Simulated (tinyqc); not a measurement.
## Electron continuity equation in a given potential, Scharfetter-Gummel discretisation: error of the current against the mesh

Steady state in one dimension: J = q mu n E + q D dn/dx with E = -dpsi/dx and D = mu Vt, dJ/dx = q (n/tau - G), fixed densities nL and nR at the ends. The potential is given, psi = U x/L, and is not changed by the electrons.

Fluxes J_i = (q D/h)(n_(i+1) P_i - n_i Q_i), d_i = (psi_(i+1) - psi_i)/Vt: Scharfetter-Gummel P = B(d), Q = B(-d), B(d) = d/(exp(d) - 1); central P = 1 - d/2, Q = 1 + d/2; upwind P = 1 + max(-d, 0), Q = 1 + max(d, 0). Balance at each inner node: J_i - J_(i-1) = q h (n_i/tau - G). The reference is Scharfetter-Gummel on 4000 intervals or more. Errors are those of J on the first interval against the reference at its midpoint; errors under 1e-6 % are printed as 0.

Inputs (values chosen for the exercise); mobility that of a made-up semiconductor: temperature T = 450 K; electron mobility mu = 9890 cm^2/(V s); length of the region L = 2.6 um; density at x = 0 nL = 3.4e12 cm^-3; density at x = L nR = 2.9e11 cm^-3; lifetime tau = 2.6e-11 s; uniform generation rate G = 0 cm^-3 s^-1; potential difference psi(L) - psi(0) U = 0.052 V.

Constants: q = 1.602176634e-19 C, kB = 1.380649e-23 J/K, Vt = kB T/q. Results are converted to the units shown.

Result of one run:
```
N,largest |d|,reference J (A/cm^2),SG error (%),central error (%),upwind error (%)
5,0.2682,-2.213,1.03,0.757,6.80
```

What becomes of these results when the number of intervals N is changed from 5 to 80, all else the same?

Result of the changed run:
```
N,largest |d|,reference J (A/cm^2),SG error (%),central error (%),upwind error (%)
80,0.01676,-2.673,3.03e-3,2.12e-3,0.330
```

The whole series:
```
N,largest |d|,reference J (A/cm^2),SG error (%),central error (%),upwind error (%)
5,0.2682,-2.213,1.03,0.757,6.80
10,0.1341,-2.447,0.225,0.162,2.98
20,0.06705,-2.574,0.0520,0.0367,1.39
40,0.03352,-2.639,0.0124,8.72e-3,0.671
80,0.01676,-2.673,3.03e-3,2.12e-3,0.330
160,0.008381,-2.689,7.50e-4,5.22e-4,0.163
```

From N = 80 to 160 the error shrinks by 4.0 (Scharfetter-Gummel), 4.1 (central), 2.0 (upwind); 4 marks second order and 2 first order. At N = 5 the errors are 1.0, 0.76 and 6.8 %.

Program tinyqc, `OMP_NUM_THREADS=1 python tinyqc.py 2220053 2220054 out.jsonl`; Intel Xeon 2.30GHz, shared host, one thread, about 0.01 s.
